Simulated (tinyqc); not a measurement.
Worked calculation: carbon nanotube by zone folding. Values are carried at full precision from step to step, so a last printed digit may differ when a step is redone from the rounded ones.

Circumference C = n a1 + m a2, a = sqrt3 acc; d = a sqrt(n^2 + nm + m^2)/pi; tan(theta) = sqrt3 m/(2n + m); dR = gcd(2n + m, 2m + n); T = t1 a1 + t2 a2 with t1 = (2m + n)/dR, t2 = -(2n + m)/dR, |T| = sqrt3 pi d/dR; N = 2 (n^2 + nm + m^2)/dR hexagons a cell. On cutting line mu = 0 to N - 1 at x = k|T|/(2 pi) the phases are p1 = 2 pi (-t2 mu + m x)/N, p2 = 2 pi (t1 mu - n x)/N, and E = -/+ t |1 + exp(i p1) + exp(i p2)|.

Parameters, chosen for this exercise (near those used for carbon; shifted at random, so the results belong to these values and not to a real crystal): n = 12 (chiral index); m = 12 (chiral index); acc = 1.42 angstrom (bond length); t = 2.84 eV (hopping); mu = 11 (cutting line); x = 0.04 (position on the line).

## Geometry

Form d, theta, dR, t1, t2, N and |T|, and (n - m) mod 3.

d = 16.272 angstrom
theta = 30.00 degrees

dR, t1, t2, N: 36  1  -1  24

|T| = 2.460 angstrom
(n - m) mod 3 = 0

A cutting line passes through K: metallic in zone folding; armchair, 48 atoms a cell.

## One point of one line

Form the phases and the energy.

p1, p2 (rad): 3.00546  2.75413

E of the upper band = 2.9839 eV

## Band edges

The three lowest distinct minima of E along the lines, doubled (the transition between mirror bands), against the cone: 2 t acc j/d with j = 1, 2, 4 for semiconducting and 0, 3, 3 for metallic tubes.

Transitions (eV):
```
order  zone folding    cone
1            0.0000  0.0000
2            1.4701  1.4870
```

For an armchair tube the lines on both sides of K are mirror images, so the first pair stays degenerate. Measured optical lines also hold self-energy and exciton terms.

## The small gap from curvature

Rolling tilts the orbitals and moves K off the line: Eg = (3/4) t (acc/d)^2 |cos(3 theta)| in the estimate used here (misalignment of pi orbitals alone).

gap = 0.0 meV

It vanishes for armchair tubes.

(tinyqc, `OMP_NUM_THREADS=1 python tinyqc.py 1481901 1481902 out.jsonl`, Intel(R) Xeon(R) Processor @ 2.30GHz, 1 thread, shared host, about 0.01 s.)
